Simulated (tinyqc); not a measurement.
Worked calculation: one-electron ion in a basis of Gaussians. One step of it, computed by the program tinyqc.

Task: Matrices over normalised Gaussians. With p = a_i + a_j and I(k) = Gamma((k+1)/2) / (2 p^((k+1)/2)): S = I(2l+2), T = (2l+3) a_i a_j S / p, V = -Z I(2l+1), each divided by sqrt(S_ii S_jj).

exponents of r^l exp(-a r^2) (1/bohr^2): 0.112200  0.248300

Z = 1

l = 0

Give: S; T; V.

Result:

S:
```
       1      2
1  1.000  0.891
2  0.891  1.000
```

T (hartree):
```
       1      2
1  0.168  0.207
2  0.207  0.372
```

V (hartree):
```
        1       2
1  -0.535  -0.604
2  -0.604  -0.795
```
